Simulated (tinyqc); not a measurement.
# Inputs raised by 2 %, one at a time

Model: vibrations of a mass or spring defect in a linear chain. Computed by tinyqc, a small Python program. Command: `OMP_NUM_THREADS=1 python tinyqc.py 3003929 3003930 out.jsonl localmode sens`. One thread of a shared host (Intel(R) Xeon(R) Processor @ 2.30GHz), about 0.05 s of CPU time with the checks.

A ring of N atoms with nearest-neighbour springs k and motion along the chain. Atom 1 is the defect, of mass M', and its two springs are k'. Odd sites are A (the defect replaces an A atom), even sites B.

Inputs (values chosen for the exercise, for a model chain):

| quantity | value | unit |
|---|---|---|
| spring constant k | 2.93 | eV/angstrom^2 |
| mass M_A | 70.4 | u |
| mass M_B | 186 | u |
| defect mass M' | 28.8 | u |
| spring ratio k'/k at the defect | 1 | - |
| isotope mass step | 1 | u |

Host: diatomic.

Constants: nu for 1 eV/(angstrom^2 u) = 15.6333042 THz.

Method:
- Host bands: lambda from 0 to 2k/M(heavy) and from 2k/M(light) to 2k (1/M_A + 1/M_B).
- nu = 15.6333042 THz x sqrt(lambda), lambda in eV/(angstrom^2 u).
- D_ii = (sum of the two springs at i)/M_i, D_ij = -k_ij/sqrt(M_i M_j) for neighbours, closed into a ring.
- The same matrix for 120 atoms; amplitudes are the mass-weighted eigenvector, in size, relative to the defect, for the highest mode; its weight is the squared component of the normalised eigenvector on the defect.
- Raise M' by the isotope step in the 120-atom ring. First order, good only for a step much smaller than M': Delta nu/nu = -(1/2) (weight on the defect) Delta M'/M'; a defect vibrating against fixed neighbours would give sqrt(M'/(M' + step)) - 1.

Runs:

| input moved | from | to | highest frequency, long ring (THz) | weight of the highest mode on the defect | ratio to the top of the host band | shift, exact (%) |
|---|---|---|---|---|---|---|
| base run | - | - | 7.3468 | 0.91098 | 1.3873 | -1.5394 |
| spring constant k (eV/angstrom^2) | 2.93 | 2.9886 | 7.4199 | 0.91098 | 1.3873 | -1.5394 |
| mass M_A (u) | 70.4 | 71.808 | 7.3466 | 0.91124 | 1.3973 | -1.5399 |
| mass M_B (u) | 186 | 189.72 | 7.3406 | 0.91291 | 1.3899 | -1.5428 |
| defect mass M' (u) | 28.8 | 29.376 | 7.2809 | 0.90874 | 1.3749 | -1.5062 |
| spring ratio k'/k at the defect | 1 | 1.02 | 7.4191 | 0.91162 | 1.4010 | -1.5406 |

Exponents ln(y'/y) / ln(x'/x):

| input | highest frequency, long ring | weight of the highest mode on the defect | ratio to the top of the host band | shift, exact |
|---|---|---|---|---|
| spring constant k | 0.500 | 0.000 | 0.000 | 0.000 |
| mass M_A | -0.002 | 0.014 | 0.360 | 0.015 |
| mass M_B | -0.042 | 0.107 | 0.094 | 0.108 |
| defect mass M' | -0.455 | -0.125 | -0.455 | -1.101 |
| spring ratio k'/k at the defect | 0.495 | 0.035 | 0.495 | 0.037 |

Among the inputs moved here: highest frequency, long ring answers most in size to spring constant k (exponent +0.500), and about equally to spring ratio k'/k at the defect (+0.495). Its exponent +0.500 in spring constant k: all frequencies scale as sqrt(k). Weight of the highest mode on the defect answers most in size to defect mass M' (exponent -0.125), next to mass M_B (+0.107); its exponent is below 0.0005 for spring constant k. Ratio to the top of the host band answers most in size to spring ratio k'/k at the defect (exponent +0.495), next to defect mass M' (-0.455); its exponent is below 0.0005 for spring constant k. Its exponent 0.000 in spring constant k: ratios do not depend on k. shift, exact answers most in size to defect mass M' (exponent -1.101), next to mass M_B (+0.108); its exponent is below 0.0005 for spring constant k.

Extremes, crossings and ranges named in words are read from the listed rows.
